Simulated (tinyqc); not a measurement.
Reverse leakage of an n+-p junction: diffusion, generation, trap-assisted and band-to-band tunnelling: leakage components against the reverse bias.

One-sided abrupt junction in the depletion approximation, x from the junction (0) to W on the p side, field F = F0 (1 - x/W). Flat quasi-Fermi levels, long p side. Traps generate through SRH with both lifetimes shortened by 1 + Gamma (Hurkx enhancement, form for moderate fields); band-to-band generation is local and needs a total bending above Eg.

ni = sqrt(Nc Nv) exp(-Eg/(2 Vt)), Eg in volts; Vbi = Vt ln(Na Nd/ni^2); W = sqrt(2 eps0 eps_r (Vbi + VR)/(q Na)); F0 = 2 (Vbi + VR)/W; FG = sqrt(24 mt m0 (kB T)^3)/(q hbar); J_diff = q ni^2 sqrt(Dn/tau)(1 - exp(-VR/Vt))/Na. u = (Vbi + VR)(1 - x/W)^2, p = Na exp(-u/Vt), n = Nd exp((u - Vbi - VR)/Vt); G0 = ni^2 (1 - exp(-VR/Vt))/(tau (n + p + 2 ni cosh(Et/Vt))); Gamma = 2 sqrt(3 pi)(F/FG) exp((F/FG)^2); trap-assisted part G0 Gamma; G_bb = Ab F^2.5 exp(-Bb/F) with F in V/cm, zero unless Vbi + VR > Eg. Currents are q times the integrals over 0 to W; J_bb under 1e-8 of J is printed as 0; rows with F0/FG above 2.2, beyond the range of this Gamma, are left out.

Parameters, values chosen for the exercise; band and dielectric values close to those of silicon: temperature T = 300 K; band gap Eg = 1.12 eV; relative permittivity eps_r = 11.9; conduction-band density of states at T Nc = 2.76e19 cm^-3; valence-band density of states at T Nv = 2.61e19 cm^-3; acceptor density of the lighter side Na = 1.1e17 cm^-3; donor density of the heavier side Nd = 1e19 cm^-3; SRH lifetime of both carriers at zero field tau = 8e-6 s; trap level above the intrinsic level Et = 0 eV; tunnelling mass mt = 0.26 m0; electron diffusion coefficient on the lighter side Dn = 7 cm^2/s; band-to-band prefactor Ab = 7.7e14 cm^-0.5 V^-2.5 s^-1; band-to-band field constant Bb = 1.98e7 V/cm.

Constants: q = 1.602176634e-19 C, kB = 1.380649e-23 J/K, hbar = 1.054571817e-34 J s, m0 = 9.1093837015e-31 kg, Vt = kB T/q, eps0 = 8.8541878128e-14 F/cm where lengths are in cm. Results are converted to the units shown.

Results:

| VR (V) | F0 (kV/cm) | F0/FG | J_diff (A/cm^2) | J_SRH (A/cm^2) | J_TAT (A/cm^2) | J_bb (A/cm^2) | J (A/cm^2) | largest part |
|---|---|---|---|---|---|---|---|---|
| 0.2 | 196 | 0.522 | 1.50e-13 | 1.90e-10 | 4.57e-10 | 0 | 6.48e-10 | trap-assisted tunnelling |
| 1.8 | 303 | 0.807 | 1.50e-13 | 9.93e-10 | 4.34e-9 | 0 | 5.33e-9 | trap-assisted tunnelling |
| 2.6 | 345 | 0.916 | 1.50e-13 | 1.28e-9 | 6.90e-9 | 0 | 8.18e-9 | trap-assisted tunnelling |
| 3.4 | 382 | 1.01 | 1.50e-13 | 1.53e-9 | 1.00e-8 | 0 | 1.15e-8 | trap-assisted tunnelling |
| 4.2 | 415 | 1.10 | 1.50e-13 | 1.75e-9 | 1.37e-8 | 0 | 1.55e-8 | trap-assisted tunnelling |
| 5 | 446 | 1.19 | 1.50e-13 | 1.95e-9 | 1.83e-8 | 4.82e-16 | 2.02e-8 | trap-assisted tunnelling |
| 5.8 | 475 | 1.26 | 1.50e-13 | 2.15e-9 | 2.37e-8 | 9.57e-15 | 2.59e-8 | trap-assisted tunnelling |
| 6.6 | 503 | 1.34 | 1.50e-13 | 2.32e-9 | 3.03e-8 | 1.18e-13 | 3.27e-8 | trap-assisted tunnelling |

Estimate the missing row, VR = 1 V.

Computed row:

| VR (V) | F0 (kV/cm) | F0/FG | J_diff (A/cm^2) | J_SRH (A/cm^2) | J_TAT (A/cm^2) | J_bb (A/cm^2) | J (A/cm^2) | largest part |
|---|---|---|---|---|---|---|---|---|
| 1 | 256 | 0.679 | 1.50e-13 | 6.52e-10 | 2.21e-9 | 0 | 2.87e-9 | trap-assisted tunnelling |

With this row back in the table: J rises from 6.48e-10 to 3.27e-8 A/cm^2. Trap-assisted tunnelling leads at VR = 0.2 and in all other rows. The ratio J_TAT/J_SRH goes from 2.40 to 13.1 as F0/FG goes from 0.522 to 1.34.

Range of the model: The n+ side is degenerate, so Vbi from Boltzmann statistics is only a guide.

Program tinyqc, `OMP_NUM_THREADS=1 python tinyqc.py 2290008 2290009 out.jsonl`; Intel Xeon 2.30GHz, shared host, one thread, about 0.01 s.
